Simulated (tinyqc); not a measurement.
# Rectangular fin or nanosheet with a gate all round, subbands and threshold shift from confinement, step by step

tinyqc, about 0.08 s, one thread, Intel Xeon 2.30GHz (shared host): `OMP_NUM_THREADS=1 python tinyqc.py 2350112 2350113 out.jsonl` Printed values are rounded.

Undoped body with a flat potential across it, hard walls, transport along x. One isotropic valley (g = 1, mx = my = mz = me). Non-parabolicity enters the subband edges through E (1 + al E) = gamma, so E = 2 gamma/(1 + sqrt(1 + 4 al gamma)); motion within a subband is taken as parabolic with the band-edge mass. Energies are counted from the bulk band edge.

Inputs (values chosen for the exercise); masses close to those of In0.53Ga0.47As: temperature T = 400 K; mass at the band edge me = 0.0416 m0; non-parabolicity al = 1.3 1/eV; width (along y) t = 8.3 nm; widening of the box by penetration into the insulator dl = 0 nm; height (along z) H = 49.8 nm.

Constants: q = 1.602176634e-19 C, kB = 1.380649e-23 J/K, hbar = 1.054571817e-34 J s, m0 = 9.1093837015e-31 kg, Vt = kB T/q, hbar^2/(2 m0) = 0.0380998212 eV nm^2. Results are converted to the units shown.

Range of the model: Non-parabolicity also makes carriers heavier within each subband, which is left out, so densities of states are understated at high energy.

## Lowest subbands

gamma = C pi^2 [a^2/(my (t + dl)^2) + b^2/(mz (H + dl)^2)], C = hbar^2/(2 m0). List the 5 lowest, labelled by quantum numbers, with degeneracy g and N_k: N_k = g sqrt(2 mx m0 kB T/(pi hbar^2)).

```
subband   E_k (eV)  g  N_k (cm^-1)
1,1      0.1170467  1   1.094528e6
1,2      0.1253610  1   1.094528e6
1,3      0.1389247  1   1.094528e6
1,4      0.1573440  1   1.094528e6
1,5      0.1801439  1   1.094528e6
```

## Threshold shift

Each subband has N_k = g sqrt(2 mx m0 kB T/(pi hbar^2)); without degeneracy n = exp(EF/Vt) sum N_k exp(-E_k/Vt). Classical value Nc times t H, Nc = sum over valleys of 2 g (m m0 kB T/(2 pi hbar^2))^1.5 with m = (mx my mz)^(1/3). Threshold shift dVT = Vt ln(classical value/sum N_k exp(-E_k/Vt)). Use the subbands listed.

shares, subband 1,1 to 1,5 (%): 35.88408  28.19336  19.02178  11.14753  5.75324
sum N_k exp(-E_k/Vt) = 1.022353e5 cm^-1
Nc = 3.278084e17 cm^-3
classical value = 1.354963e6 cm^-1
dVT = 89.07747 mV

With all subbands dVT = 87.55 mV. The lowest edge lies at 117 meV; dVT is smaller than that, since sum N_k exp(-(E_k - E_1)/Vt) exceeds the classical value.
